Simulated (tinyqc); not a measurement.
Worked calculation: Born-Oppenheimer dynamics on the B3LYP (VWN-RPA form)/sto-3g surface (energies and gradients from PySCF), for BeH+, spin multiplicity 1. Computed by tinyqc, a small Python program that keeps every step (integrals from PySCF). Settings: charge = 1, multiplicity = 1, basis = sto-3g, functional = b3lyp, time step (fs) = 0.5, steps = 16. Command: `OMP_NUM_THREADS=1 python tinyqc.py 29315 29316 out.jsonl` (the two numbers bound the seeds that draw the settings). One thread of a shared host (Intel(R) Xeon(R) Processor @ 2.60GHz), about 5 s of CPU time with the checks.

## Velocity Verlet step 1

positions (bohr):
```
            x         y         z
1Be  0.000000  0.000000  0.000000
2H   0.000000  0.000000  2.199641
```

velocities (bohr per atomic time unit):
```
                x             y             z
1Be  -0.000243910  -0.000023335  -0.000002615
2H    0.002181090   0.000208665   0.000023385
```

gradient (hartree/bohr):
```
              x           y            z
1Be  0.00000000  0.00000000   0.09122435
2H   0.00000000  0.00000000  -0.09122426
```

masses (electron masses): 1Be 16428.202802, 2H 1837.152588

gradient after step 1 (hartree/bohr):
```
               x            y            z
1Be   0.00195979   0.00018749   0.08648184
2H   -0.00195974  -0.00018749  -0.08648174
```

dt = 0.5 fs = 20.6707 atomic units; x' = x + v dt - g dt^2 / (2m); after the new gradient g', v' = v - (g + g') dt / (2m).

positions after step 1 (bohr):
```
             x          y          z
1Be  -0.005042  -0.000482  -0.001240
2H    0.045085   0.004313   2.210733
```

velocities after step 1 (bohr per atomic time unit):
```
                x             y             z
1Be  -0.000245143  -0.000023453  -0.000114414
2H    0.002192115   0.000209720   0.001023113
```

## Velocity Verlet step 2

gradient after step 2 (hartree/bohr):
```
               x            y            z
1Be   0.00330790   0.00031647   0.07375736
2H   -0.00330774  -0.00031645  -0.07375726
```

As before.

positions after step 2 (bohr):
```
             x          y          z
1Be  -0.010135  -0.000970  -0.004730
2H    0.090625   0.008670   2.241938
```

velocities after step 2 (bohr per atomic time unit):
```
                x             y             z
1Be  -0.000248457  -0.000023770  -0.000215224
2H    0.002221749   0.000212555   0.001924576
```

## Energy conservation

The total energy should stay constant up to terms of order dt^2; the step counts as short enough if it moves by less than 2 % of the largest kinetic energy.

Trajectory:

| time (fs) | 1Be-2H (angstrom) | potential (hartree) | kinetic (hartree) | total (hartree) |
|---|---|---|---|---|
| 0.000000 | 1.164000 | -14.74705247 | 0.00490351 | -14.74214896 |
| 0.500000 | 1.170829 | -14.74819917 | 0.00602170 | -14.74217747 |
| 1.000000 | 1.190092 | -14.75111458 | 0.00887034 | -14.74224424 |
| 1.500000 | 1.220026 | -14.75477413 | 0.01245924 | -14.74231489 |
| 2.000000 | 1.258137 | -14.75806031 | 0.01569850 | -14.74236181 |
| 2.500000 | 1.301636 | -14.76018170 | 0.01780524 | -14.74237645 |
| 3.000000 | 1.347805 | -14.76082392 | 0.01845866 | -14.74236526 |
| 3.500000 | 1.394221 | -14.76007499 | 0.01773508 | -14.74233991 |
| 4.000000 | 1.438865 | -14.75826036 | 0.01594987 | -14.74231049 |
| 4.500000 | 1.480124 | -14.75579124 | 0.01350803 | -14.74228320 |
| 5.000000 | 1.516758 | -14.75306556 | 0.01080476 | -14.74226080 |
| 5.500000 | 1.547840 | -14.75041959 | 0.00817571 | -14.74224387 |
| 6.000000 | 1.572698 | -14.74811328 | 0.00588135 | -14.74223194 |
| 6.500000 | 1.590861 | -14.74633354 | 0.00410937 | -14.74222417 |
| 7.000000 | 1.602021 | -14.74520394 | 0.00298415 | -14.74221979 |
| 7.500000 | 1.606001 | -14.74479479 | 0.00257650 | -14.74221829 |
| 8.000000 | 1.602741 | -14.74513011 | 0.00291065 | -14.74221946 |

The total energy moves within 2.3e-04 hartree, under 2 % of the largest kinetic energy.
